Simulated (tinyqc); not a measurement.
From results back to parameters: band folding and unfolding in a supercell of a chain. Two cases, with inputs chosen for the exercise.

Problem. A chain with hopping -t and site energies alternating +V, -V has E = -/+ sqrt(V^2 + 4 t^2 cos^2(ka)); the lower state has weight (1 + 2t cos(ka)/|E|)/2 on k and the rest on k + pi/a. The gap at ka = pi/2 and the full spread at k = 0 come from hidden t and V.

Case 1.

values (eV): gap 0.92000, spread at k = 0 6.58459

Case 2.

values (eV): gap 1.66000, spread at k = 0 7.93557

Find: V, t; weight of the lowest state on k = 0.

Solution. The gap is 2V and the spread 2 sqrt(V^2 + 4t^2).

Case 1.

V, t (eV): 0.460  1.630

weight of the lowest state on k = 0 = 0.9951

Case 2.

V, t (eV): 0.830  1.940

weight of the lowest state on k = 0 = 0.9889

Computed by tinyqc, one run a case: `OMP_NUM_THREADS=1 python tinyqc.py N N+1 out.jsonl` with N = 1450535, 1450556; one thread of a shared Intel(R) Xeon(R) Processor @ 2.30GHz, about 0.01 s a run at most.
